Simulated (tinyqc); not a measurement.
Inside a calculation. Method: Hubbard chain of 3 sites. Computed by tinyqc, a small Python program that keeps every step. Settings: hopping = 1.22, U = 8.2, mixing = 0.2, iteration cap = 67. Command: `OMP_NUM_THREADS=1 python tinyqc.py 28604 28605 out.jsonl` (the two numbers bound the seeds that draw the settings). One thread of a shared host (Intel(R) Xeon(R) Processor @ 2.60GHz), about 0.1 s of CPU time with the checks.

one-body matrix (hopping and site energies) (eV), order 1, 2, 3:
```
[[-0.9100, -1.2200, 0.0000],
 [-1.2200, -0.2400, -1.2200],
 [0.0000, -1.2200, -0.6800]]
```

U = 8.2000 eV

electrons, up and down: [1, 1]

n(up) at the start (a guess, not normalised): [0.7830, 0.0000, 0.7830]

n(down) at the start (a guess): [0.0000, 0.7830, 0.0000]

Each step fills the lowest levels of T + U n(other spin) and sets n(new) = n + mixing (n(out) - n); stop when output and input agree to 1e-8.

Course of the cycle:
```
iteration     E (eV)  largest |n(out) - n(in)|  mean |n_up - n_down|
1          -2.048113                  5.44e-01                0.5885
2          -2.100503                  4.35e-01                0.5814
3          -2.151181                  3.61e-01                0.5729
4          -2.204461                  3.13e-01                0.5631
5          -2.265280                  2.83e-01                0.5517
6          -2.337543                  2.62e-01                0.5381
7          -2.422289                  2.44e-01                0.5534
8          -2.516436                  2.24e-01                0.5756
9          -2.613153                  2.01e-01                0.5929
10         -2.704237                  1.76e-01                0.6055
11         -2.783225                  1.64e-01                0.6139
...              ...                       ...                   ...
57         -3.082098                  6.95e-03                0.5719
58         -3.082169                  6.57e-03                0.5714
59         -3.082234                  6.22e-03                0.5710
60         -3.082292                  5.89e-03                0.5706
61         -3.082345                  5.58e-03                0.5702
62         -3.082393                  5.28e-03                0.5698
63         -3.082435                  5.01e-03                0.5695
64         -3.082474                  4.75e-03                0.5692
65         -3.082509                  4.50e-03                0.5688
66         -3.082541                  4.27e-03                0.5685
67         -3.082569                  4.05e-03                0.5682
```

Can the last value be used, and what does the course show?

Not by the stop rule. Not converged within 67 iterations: the residual falls steadily but slowly, by a factor of about 0.95 a step. The lowest mean-field energy found from random starts is -3.08284 eV. Reruns (cap 100 unless said): mixing 0.5: not converged; mixing 0.9: converged in 68 (E = -3.08284); the original settings with a cap of 400: converged in 333 (E = -3.08284).
